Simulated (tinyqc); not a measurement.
From results back to parameters: Penn model of the dielectric constant and Phillips ionicity. Four cases, with inputs chosen for the exercise.

Problem. eps was computed from a and a hidden C.

n = 32/a^3; Ep^2 = 8 pi c e2 n with c = hbar^2/2m0, e2 = e^2/(4 pi eps0); EF = c (3 pi^2 n)^(2/3); eps = 1 + (Ep/Eg)^2 S with S = 1 - Eg/(4 EF) + (Eg/(4 EF))^2/3, Eg the Penn gap. Core d shells are left out.

Phillips: bond length d = sqrt(3) a/4; homopolar gap Eh = 39.74 d^(-2.48) eV (d in angstrom); Eg^2 = Eh^2 + C^2; ionicity fi = C^2/Eg^2.

Constants: hbar^2/2m0 = 3.80998211 eV angstrom^2; e^2/(4 pi eps0) = 14.39964547 eV angstrom.

Case 1.

Values chosen (out of a larger set: near those of ZnSe; not measured data): a = 5.687 angstrom (cubic lattice constant, 32 valence electrons a cell).

eps = 5.07006

Case 2.

Values chosen (out of a larger set: near those of InSb; not measured data): a = 6.51 angstrom (cubic lattice constant, 32 valence electrons a cell).

eps = 11.88396

Case 3.

Values chosen (out of a larger set: near those of AlN; not measured data): a = 4.38 angstrom (cubic lattice constant, 32 valence electrons a cell).

eps = 4.93028

Case 4.

Values chosen (out of a larger set: near those of GaP; not measured data): a = 5.468 angstrom (cubic lattice constant, 32 valence electrons a cell).

eps = 8.49674

Find: Eg; Eh; C; fi.

Solution. eps falls steadily with Eg, so one Eg fits; C^2 = Eg^2 - Eh^2.

Case 1.

Eg = 7.087 eV
Eh = 4.252 eV
C = 5.67 eV
fi = 0.640

Case 2.

Eg = 3.634 eV
Eh = 3.041 eV
C = 1.99 eV
fi = 0.300

Case 3.

Eg = 10.758 eV
Eh = 8.126 eV
C = 7.05 eV
fi = 0.429

Case 4.

Eg = 5.658 eV
Eh = 4.687 eV
C = 3.17 eV
fi = 0.314

Computed by tinyqc, one run a case: `OMP_NUM_THREADS=1 python tinyqc.py N N+1 out.jsonl` with N = 1650251, 1650257, 1650282, 1650421; one thread of a shared Intel(R) Xeon(R) Processor @ 2.30GHz, about 0.01 s a run at most.
